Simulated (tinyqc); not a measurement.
Polarisation charge from two barrier thicknesses.

Problem. Voff = phiB - dEc - q sigma d/(eps0 eb). Find sigma, phiB - dEc and the thickness at which Voff = 0.

Constants: q = 1.602176634e-19 C, eps0 = 8.8541878128e-14 F/cm where lengths are in cm. Results are converted to the units shown.

Voff at d = 15 and 30 nm (V): -1.6444728  -4.0589455
eb = 9.395

Solution. Voff is a straight line in d: its slope is -q sigma/(eps0 eb) and its intercept phiB - dEc.

sigma = 8.357e12 cm^-2
phiB - dEc = 0.7700 V
thickness for Voff = 0 = 4.784 nm

tinyqc, about 0.01 s, one thread, Intel Xeon 2.30GHz (shared host): `OMP_NUM_THREADS=1 python tinyqc.py 2180088 2180089 out.jsonl`
